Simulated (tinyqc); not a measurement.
Which mechanism rules? Model: leakage currents through a thin dielectric. Computed by tinyqc, a small Python program. Command: `OMP_NUM_THREADS=1 python tinyqc.py 3013323 3013324 out.jsonl leak walk`. One thread of a shared host (Intel(R) Xeon(R) Processor @ 2.30GHz), about 0.04 s of CPU time with the checks.

Electrons leave an electrode with Fermi energy E_F above its band bottom; barriers are counted from the Fermi level, and both electrodes are alike. They cross the interlayer first.

Inputs (values chosen for the exercise, modelled on Si3N4):
```
quantity,value,unit
barrier height phi_B,1.99,eV
tunnelling mass m,0.4,m_0
static permittivity k,7.59,-
optical permittivity k_o,3.9,-
trap depth phi_t,1.1,eV
Poole-Frenkel prefactor sigma_0,2.9e-08,S/cm
thickness t,1.9,nm
electrode Fermi energy E_F,0.16,eV
electrode mass m_e,1,m_0
voltage V,1.1,V
temperature T,398,K
interlayer thickness t_i,0.55,nm
interlayer barrier phi_i,3.14,eV
interlayer mass m_i,0.41,m_0
interlayer permittivity k_i,4,-
```

Stack: dielectric on an interlayer.

Constants: e = 1.602176634e-19 C; eps_0 = 8.8541878128e-12 F/m; k_B = 8.617333262e-05 eV/K; m_0 = 9.1093837015e-31 kg; k_B = 1.380649e-23 J/K; h = 6.62607015e-34 J s; hbar = 1.054571817e-34 J s.

Method:
- Fields: F_i = V/(t_i + t k_i/k), F = F_i k_i/k; equivalent oxide thickness 3.9 (t/k + t_i/k_i).
- WKB: a layer of mass m, field F and barrier b(x) = b_0 - e F x gives the exponent (4 sqrt(2 m)/(3 hbar e F)) [b_0^(3/2) - max(b_0 - e F t, 0)^(3/2)] for b_0 > 0; b_0 = barrier - (E - E_F), less e F_i t_i for the second layer; the transmission is D(E) = exp(-sum of exponents), without image force.
- Tsu-Esaki: J = (e m_e k_B T/(2 pi^2 hbar^3)) int D(E) ln[(1 + exp((E_F - E)/k_B T))/(1 + exp((E_F - eV - E)/k_B T))] dE over the normal energy E (its change with the mass at an interface is neglected) from max(0, E_F - 3 eV) to E_F + largest barrier, by 100 Gauss-Legendre points in each part, split at E_F - 0.3 eV (if inside the range) and E_F + 8 k_B T.
- Schottky emission J = A T^2 exp(-(phi_B - sqrt(e^3 F/(4 pi k_o eps_0)))/k_B T), A = 4 pi e m k_B^2/h^3 with the tunnelling mass; Poole-Frenkel J = sigma_0 F exp(-(phi_t - sqrt(e^3 F/(pi k_o eps_0)))/k_B T); both use the field F of the dielectric and ignore the interlayer.

Current densities (A/cm^2):
```
V (V),F (MV/cm),tunnelling,Schottky,Poole-Frenkel
0.22,0.7474,1.4409e-02,6.1128e-17,4.1105e-12
0.39,1.3249,2.5337e-02,3.0438e-16,1.8068e-10
0.55,1.8684,4.3417e-02,1.0202e-15,2.8621e-09
0.77,2.6158,9.3966e-02,4.1498e-15,6.6304e-08
0.94,3.1933,1.7566e-01,1.0735e-14,5.4164e-07
1.10,3.7369,3.2526e-01,2.4339e-14,3.2584e-06
1.30,4.4163,7.3470e-01,6.2525e-14,2.5413e-05
1.70,5.7752,4.6412e+00,3.3888e-13,9.7617e-04
```

The largest current is tunnelling from 0.220 to 1.70 V. Over the table tunnelling grows by 2.5 decades, Schottky by 3.7 and Poole-Frenkel by 8.4. A plot of ln(J/F) against sqrt(F) for the Poole-Frenkel column has the slope 11.21 per sqrt(MV/cm), from which k_o follows; reading it as Schottky emission would give about k_o/4.

Extremes, crossings and ranges named in words are read from the listed rows.
